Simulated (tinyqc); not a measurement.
# Changing the recess depth d

Model: stress in a transistor channel from embedded alloy regions, liners and fins, by half-space elasticity. Computed by tinyqc, a small Python program. Command: `OMP_NUM_THREADS=1 python tinyqc.py 3030551 3030552 out.jsonl stressor sweep`. One thread of a shared host (Intel(R) Xeon(R) Processor @ 2.30GHz), about 0.06 s of CPU time with the checks.

Plane strain in an isotropic half-space, the same constants everywhere; x along the channel from its centre, y downwards from the free surface; stress is positive in tension.

Inputs (values chosen for the exercise, modelled on silicon): alloy fraction x = 0.025; lattice change per unit x, beta = -0.462; Young's modulus E = 158 GPa; Poisson ratio nu = 0.2; channel length L = 70 nm; length of each stressor S = 20 nm; depth of the field point y = 5.8 nm; longitudinal piezoresistance coefficient = -33 1e-11/Pa; vertical piezoresistance coefficient = 51.6 1e-11/Pa.

Stressor: Si(1-x)C(x) source and drain.

Method:
- Misfit e = beta x. A fully constrained inclusion holds the stress -p with p = E e/(1 - 2 nu); a blanket film would hold -E e/(1 - nu) in the plane.
- A line element dA of misfit at (a, c) in the half-space gives, with C = E e/(2 pi (1 - nu)), X = x - a, r1^2 = X^2 + (y - c)^2, r2^2 = X^2 + Y^2, Y = y + c: s_xx = -C dA {[X^2 - (y - c)^2]/r1^4 + 3 [X^2 - Y^2]/r2^4 + 4 y Y (Y^2 - 3 X^2)/r2^6}, s_yy = C dA {[X^2 - (y - c)^2]/r1^4 - [X^2 - Y^2]/r2^4 + 4 y Y (Y^2 - 3 X^2)/r2^6}. These are integrated over two rectangles, L/2 < |a| < L/2 + S, 0 < c < d (closed form in a, 200 Gauss-Legendre points in c).
- At x = y = 0 the integral is s_xx = -(4/pi) [E e/(1 - nu)] [arctan(2 d/L) - arctan(d/(L/2 + S))].
- d mu/mu = -(pi_L s_xx + pi_z s_yy) for the embedded regions alone; the stress across the width is left out.

One run for each value:
```
recess depth d (nm)  s_xx (MPa)  s_xx at the surface (MPa)  s_yy (MPa)  mobility change (%)
5.0                      127.18                     148.81       7.150                3.828
8.3                      201.03                     241.25      10.562                6.089
14.0                     306.43                     381.22      13.391                9.421
23.0                     415.27                     538.19      11.649               13.103
39.0                     475.31                     646.52       3.604               15.499
65.0                     415.43                     605.04      -2.473               13.837
110.0                    267.16                     451.91      -3.606                9.002
180.0                    126.66                     303.51      -3.366                4.353
300.0                     17.26                     189.30      -3.206                0.735
```

Describe and explain the trends.

Over the rows, s_xx (MPa) goes from 127 through a maximum among these rows, 475 at 39.0, to 17.3; s_xx at the surface (MPa) goes from 149 through a maximum among these rows, 647 at 39.0, to 189; s_yy (MPa) lies between -3.61 and 13.4 without a single trend. At the surface the maximum lies at d = sqrt((L/2)(L/2 + S)) = 44 nm: an element deeper than its horizontal distance has the opposite effect on the surface, by the sign of X^2 - c^2.

Extremes, crossings and ranges named in words are read from the listed rows.
